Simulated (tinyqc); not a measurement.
Free and trapped electrons in a MOS channel with a dense trap tail: one step of the calculation.

p-type body, charge-sheet picture, full ionisation (an idealisation for deep acceptors), Boltzmann statistics for free electrons. e = Ec - EF at the surface. Acceptor-like traps of density D(E) = D0 + De exp(-E/Ew) at depth E below Ec, from 0 to Eu, hold n_t = integral of D(E)/(1 + exp((e - E)/Vt)). psi = Eg - Vt ln(Nv/Na) - e; N_dep = sqrt(2 eps0 eps_r Na (psi - Vt)/q); n_f = sqrt(N_dep^2 + 2 eps0 eps_r Vt Nc exp(-e/Vt)/q) - N_dep; Vg = Vfb + psi + q (N_dep + n_t + n_f)/Cox, Cox = eps0 eox/tox.

Question. Charges and gate voltage. psi, N_dep, n_f and Vg as defined, with the n_t given; free share n_f/(n_f + n_t); apparent mobility mf n_f/(n_f + n_t); gate voltage spent on traps q n_t/Cox.

Inputs (values chosen for the exercise); band and dielectric values close to those of 4H silicon carbide: temperature T = 300 K; band gap Eg = 3.31 eV; relative permittivity eps_r = 9.71; conduction-band density of states at T Nc = 1.72e19 cm^-3; valence-band density of states at T Nv = 2.5e19 cm^-3; relative permittivity of the insulator eox = 3.9; insulator thickness tox = 60 nm; acceptor density Na = 1.2e16 cm^-3; flat-band voltage without trapped charge Vfb = -2.48 V; mobility of free electrons mf = 72 cm^2/(V s); Ec - EF at the surface e = 0.076 eV.

Constants: q = 1.602176634e-19 C, kB = 1.380649e-23 J/K, Vt = kB T/q, eps0 = 8.8541878128e-14 F/cm where lengths are in cm. Results are converted to the units shown.

n_t = 2.8897829e12 cm^-2

Give: psi; N_dep; n_f; Vg; free share; apparent mobility; gate voltage spent on traps.

Answer.

psi = 3.0364 V
N_dep = 6.2267e11 cm^-2
n_f = 1.7736e11 cm^-2
Vg = 10.828 V
free share = 5.7825 %
apparent mobility = 4.1634 cm^2/(V s)
gate voltage spent on traps = 8.0448 V

Numbers from tinyqc (`OMP_NUM_THREADS=1 python tinyqc.py 2222048 2222049 out.jsonl`; about 0.02 s on one thread of a shared Intel Xeon 2.30GHz).
